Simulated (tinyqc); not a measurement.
From results to parameters: Hubbard dimer. Computed by the program tinyqc.

Problem. A two-site Hubbard model with two electrons has its ground state at (U - sqrt(U^2 + 16 t^2))/2, the triplet at 0 and the odd ionic singlet at U. Find t, U and the double occupancy per site.

singlet-triplet splitting = 0.105425 eV
gap from the ground state to the ionic odd singlet = 9.485425 eV

Solution. The difference of the two gaps is U and their product is 4 t^2; the double occupancy per site is (1 - U/sqrt(U^2 + 16 t^2))/4.

t, U (eV): 0.500  9.380
double occupancy per site = 0.005
